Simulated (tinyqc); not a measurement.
Electron mobility of a polar semiconductor by Rode's iterative solution of the Boltzmann equation: one step, computed by the program tinyqc.

The distribution is f(E) + e F l(E) (-df/dE) cos(theta) for a weak field F, theta counted from the force; l(E) is a mean free path. Elastic processes enter by their momentum rate, polar optical phonons by out- and in-scattering terms. One valley only: where upper valleys lie close, measured mobilities are lower. The density n is prescribed, even where a narrow-gap material would have more intrinsic carriers.

Task: The first two iterations on one ladder of the grid. Iteration: l_new(E) = [v(E) + c+ l(E + hbar w) + c- l(E - hbar w)]/(nu + S_o), from l = 0.

Inputs (values chosen for the exercise, for a model polar semiconductor): temperature T = 150 K.

Band: parabolic. Elastic processes: acoustic, impurity.

Points j = s/2, s/2 + s, ... (the first seven rungs, or as many as the grid holds), rates in 1e12/s:
```
E (meV),v (m/s),nu,S_o,c+,c-
13.4167,100207.2,1.323496,14.69540,6.130004,0.00000
36.4167,165092.3,2.059910,66.18819,7.403611,22.04674
59.4167,210877.8,2.614426,74.29282,7.632417,34.34759
82.4167,248361.5,3.073154,74.25818,7.622748,38.40371
105.4167,280886.8,3.472672,72.74006,7.536373,39.94203
128.4167,310018.4,3.831128,70.91820,7.423444,40.46432
151.4167,336638.4,4.158997,69.10350,7.302856,40.51308
```

Give: l after iteration 1; l after iteration 2 (all rungs but the last shown).

Result:

l after iteration 1 (nm): [6.256, 2.419, 2.742, 3.212, 3.686, 4.147, 4.595]

l after iteration 2 (all rungs but the last shown) (nm): [7.181, 4.737, 4.141, 4.937, 5.779, 6.599]

In-scattering lengthens l on the lowest rung by 14.8 % and on the second by 95.8 % in this step.
